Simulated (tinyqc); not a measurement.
Reverse leakage of an n+-p junction: diffusion, generation, trap-assisted and band-to-band tunnelling: one step of the calculation.

One-sided abrupt junction in the depletion approximation, x from the junction (0) to W on the p side, field F = F0 (1 - x/W). Flat quasi-Fermi levels, long p side. Traps generate through SRH with both lifetimes shortened by 1 + Gamma (Hurkx enhancement, form for moderate fields); band-to-band generation is local and needs a total bending above Eg.

Question. Field, scales and diffusion current. ni = sqrt(Nc Nv) exp(-Eg/(2 Vt)), Eg in volts; Vbi = Vt ln(Na Nd/ni^2); W = sqrt(2 eps0 eps_r (Vbi + VR)/(q Na)); F0 = 2 (Vbi + VR)/W; FG = sqrt(24 mt m0 (kB T)^3)/(q hbar); J_diff = q ni^2 sqrt(Dn/tau)(1 - exp(-VR/Vt))/Na.

Parameters, values chosen for the exercise; band and dielectric values close to those of silicon: temperature T = 250 K; band gap Eg = 1.12 eV; relative permittivity eps_r = 11.7; conduction-band density of states at T Nc = 2.15e19 cm^-3; valence-band density of states at T Nv = 1.99e19 cm^-3; acceptor density of the lighter side Na = 5.8e16 cm^-3; donor density of the heavier side Nd = 5e19 cm^-3; SRH lifetime of both carriers at zero field tau = 9e-8 s; tunnelling mass mt = 0.27 m0; electron diffusion coefficient on the lighter side Dn = 11 cm^2/s; reverse bias VR = 1.1 V.

Constants: q = 1.602176634e-19 C, kB = 1.380649e-23 J/K, hbar = 1.054571817e-34 J s, m0 = 9.1093837015e-31 kg, Vt = kB T/q, eps0 = 8.8541878128e-14 F/cm where lengths are in cm. Results are converted to the units shown.

Find: ni; Vbi; W; F0; FG; J_diff.

Answer.

ni = 1.063e8 cm^-3
Vbi = 1.012 V
W = 217.0 nm
F0 = 194.7 kV/cm
FG = 291.6 kV/cm
J_diff = 3.451e-16 A/cm^2

Range of the model: The n+ side is degenerate, so Vbi from Boltzmann statistics is only a guide.

tinyqc, about 0.01 s, one thread, Intel Xeon 2.30GHz (shared host): `OMP_NUM_THREADS=1 python tinyqc.py 2290087 2290088 out.jsonl`
